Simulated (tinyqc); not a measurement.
Range and order of the fit: effective mass of the heavy-hole band from tabulated energies.

c = hbar^2/2m0. A uniform scatter of up to 0.3 meV has been added to mimic numerical noise.
Constants: hbar^2/2m0 = 3.80998211 eV angstrom^2.

Energies along [110], from the band edge downward:
```
k (1/angstrom)   E (meV)
0.000000         0.00000
0.018000         1.85770
0.036000         7.34210
0.054000        15.79160
0.072000        27.11270
0.090000        40.03440
0.108000        53.37280
0.126000        67.42730
0.144000        81.12060
```

reference mass (curvature of the model at k = 0.0001 1/angstrom) = 0.659249 m0

Least-squares fits of E = a k^2 (+ b k^4 + d k^6) over points 1 to n, and the line y = c k^2/E against E; errors of m against the reference.

Results:
```
n  E at point n (meV)  one term (%)  two terms (%)  three terms (%)  line (%)  rms residual, one term (meV)
3                15.8          5.86          -1.24             0.63     -0.46                         0.178
4                27.1          9.17           1.10            -2.08     -0.24                         0.349
5                40.0         14.00           0.95             0.82     -0.47                         0.826
6                53.4         20.70           0.55             1.24     -1.24                         1.716
7                67.4         28.13           2.15            -0.69     -2.03                         2.767
8                81.1         36.59           4.12            -0.63     -3.04                         4.118
```

What does the comparison show?

The error of the parabola goes from +5.86 to +36.59 % as the range widens, and at n = 8 its residual, 4.12 meV, is only 5.1 % of the top energy: a small residual does not vouch for the mass. Over the full range (n = 8) the best form is three terms (0.63 %); the line errs by -0.46 % at n = 3 and -3.04 % at n = 8. The scatter is too small to spoil the fits; at n = 8 one, two and three terms err by +36.59, +4.12 and -0.63 %.

Program tinyqc; command `OMP_NUM_THREADS=1 python tinyqc.py 1880629 1880630 out.jsonl`; about 0.01 s on one thread of a shared Intel(R) Xeon(R) Processor @ 2.30GHz.
